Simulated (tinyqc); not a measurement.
Threshold switch as oscillator and as selector in a crossbar: one step of the calculation.

Off state: I = Ith sinh(V/V0)/sinh(Vth/V0) up to Vth. On state: V = Vh + I Ron down to the holding current Ih, at Vl = Vh + Ih Ron. Switching is instantaneous.

Task. Leakage in a crossbar. In an N x N array driven at Vs, the V/2 scheme puts Vs/2 on 2 (N - 1) cells; the V/3 scheme puts Vs/3 on all N^2 - 1 others, N - 1 of them on the selected row. Row leakage is (N - 1) I; wasted power is the number of cells times V I.

Inputs (values chosen for the exercise); values of the order of Ge-Sb-Te and related chalcogenides:

| symbol | value | unit | meaning |
|---|---|---|---|
| Vth | 1.9 | V | threshold voltage |
| Ith | 1.2 | uA | current at threshold |
| V0 | 0.25 | V | voltage scale of the off-state sinh |
| N | 2048 |  | rows and columns of the array |
| Vs | 2.33 | V | supply voltage |

Find: I at Vs/2; row leakage, V/2; wasted power, V/2; I at Vs/3; row leakage, V/3; wasted power, V/3.

Result.

I at Vs/2 = 63.43 nA
row leakage, V/2 = 129.8 uA
wasted power, V/2 = 302.5 uW
I at Vs/3 = 13.39 nA
row leakage, V/3 = 27.42 uA
wasted power, V/3 = 4.363e4 uW

The V/3 scheme cuts the row leakage by 4.74 and raises the wasted power by a factor of 144.

Range of the model: Delay times, drift of Vth and line resistance are left out.

Computed by the program tinyqc: `OMP_NUM_THREADS=1 python tinyqc.py 2490130 2490131 out.jsonl`, one thread of a shared Intel Xeon 2.30GHz, about 0.01 s for the whole run.
